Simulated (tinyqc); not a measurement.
Two-dimensional dopant profile at a mask edge: lateral junction, overlap and effective channel length: one step, computed by the program tinyqc.

Ions enter for y < 0; the mask (spacer, then gate) covers y > 0. x is the depth. The surface reflects dopant during the anneal.

Task: Lateral junction at the surface. Widths s_x^2 = (vertical straggle)^2 + 2 D t, s_y^2 = (lateral straggle)^2 + 2 D t. C(x, y) = V(x) (1/2) erfc(y/(sqrt2 s_y)), V(x) = Q/(sqrt(2 pi) s_x) [exp(-(x - R_p)^2/(2 s_x^2)) + exp(-(x + R_p)^2/(2 s_x^2))]; 1 nm = 1e-7 cm. The lateral junction at depth x solves C = C_B: y_j(x) = sqrt2 s_y erfc^-1(2 C_B/V(x)). Overlap under the gate = y_j(0) - spacer; metallurgical channel L_met = L_g - 2 overlap (tails from the two sides are not added). Abruptness at y_j(0) in nm per decade = ln(10) s_y sqrt(pi/2) exp(u^2) erfc(u), u = y_j/(sqrt2 s_y). Overlap capacitance per width = 3.9 eps_0 overlap/t_ox (zero if there is no overlap).

Inputs (values chosen for the exercise, modelled on a source-drain extension in silicon):

| quantity | value | unit |
|---|---|---|
| channel doping C_B | 3.5e+17 | 1/cm^3 |
| gate length L_g | 47 | nm |
| offset spacer | 2.9 | nm |
| oxide thickness | 3.1 | nm |

s_y = 3.979950 nm

V at the surface = 8.319259e+20 1/cm^3

vertical junction x_j = 19.24164 nm

Constants: eps_0 = 8.8541878128e-12 F/m.

Give: lateral junction y_j(0); ratio y_j(0)/x_j; overlap; metallurgical channel L_met; lateral abruptness; overlap capacitance.

Result:

lateral junction y_j(0) = 13.29 nm

ratio y_j(0)/x_j = 0.6906

overlap = 10.39 nm

metallurgical channel L_met = 26.22 nm

lateral abruptness = 2.546 nm/decade

overlap capacitance = 0.1157 fF/um

The two overlaps take 44 % of the gate length. Caution: the peak exceeds usual solubilities, so part of the dose is inactive and diffusion is concentration dependent.
